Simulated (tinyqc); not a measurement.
IGBT as a p-i-n diode in series with a MOS channel, on-state and switching loss: two steps of the calculation.

High injection (n = p) in a drift layer from x = -W/2 (anode) to +W/2 (cathode side), recombination only in the layer with lifetime tau, ideal emitters. The channel feeds the cathode side and carries the whole current. Auger recombination, carrier-carrier scattering, emitter losses and the carrier dip under the p body are left out.

Parameters, values chosen for the exercise; material values close to those of silicon:

| symbol | value | unit | meaning |
|---|---|---|---|
| T | 300 | K | temperature |
| Eg | 1.1 | eV | band gap |
| Nc | 2.83e19 | cm^-3 | conduction-band density of states at T |
| Nv | 2.63e19 | cm^-3 | valence-band density of states at T |
| Nd | 1.8e13 | cm^-3 | doping of the drift layer |
| tau | 18 | us | high-injection lifetime |
| J | 100 | A/cm^2 | current density |
| Rch | 1.4 | mohm cm^2 | channel and accumulation resistance |

Constants: q = 1.602176634e-19 C, kB = 1.380649e-23 J/K, Vt = kB T/q. Results are converted to the units shown.

Question 1. Carrier profile. n(x) = (tau J/(2 q La))[cosh(x/La)/sinh y - B sinh(x/La)/cosh y]. x/La = (2 x/W) y.

| point | 2 x/W |
|---|---|
| 0 | -1 |
| 1 | -0.75 |
| 2 | -0.5 |
| 3 | -0.25 |
| 4 | 0 |
| 5 | 0.25 |
| 6 | 0.5 |
| 7 | 0.75 |
| 8 | 1 |

B = 0.48936170
La = 182.39126 um
y = 0.95947578

Give: n.

Answer 1.

| point | n (cm^-3) |
|---|---|
| 0 | 5.2607e17 |
| 1 | 4.3019e17 |
| 2 | 3.5919e17 |
| 3 | 3.0894e17 |
| 4 | 2.7656e17 |
| 5 | 2.6017e17 |
| 6 | 2.5882e17 |
| 7 | 2.7243e17 |
| 8 | 3.0179e17 |

The density is 1.74 times higher at the anode than at the cathode side, since holes are the slower carriers; its smallest listed value is 14400 times Nd.

Question 2. On-state voltage. Vm = Vt [(8 b/(b + 1)^2)(sinh y/s) arctan(s sinh y) + B ln((1 + B tanh^2 y)/(1 - B tanh^2 y))], s = sqrt(1 - B^2 tanh^2 y); Vj = Vt ln(n(-W/2) n(W/2)/ni^2), ni = sqrt(Nc Nv) exp(-Eg/(2 Vt)), Eg in volts; Vc = J Rch; Von = Vm + Vj + Vc.

b = 2.9166667
B = 0.48936170
La = 182.39126 um
y = 0.95947578

Give: Vm; Vj; Vc; Von.

Answer 2.

Vm = 0.044815 V
Vj = 0.88148 V
Vc = 0.14000 V
Von = 1.0663 V

Vm does not depend on J, since the carrier density grows with it. Junctions, layer and channel take 83, 4.2 and 13 % of Von.

Computed by the program tinyqc: `OMP_NUM_THREADS=1 python tinyqc.py 2590124 2590125 out.jsonl`, one thread of a shared Intel Xeon 2.30GHz, about 0.01 s for the whole run.
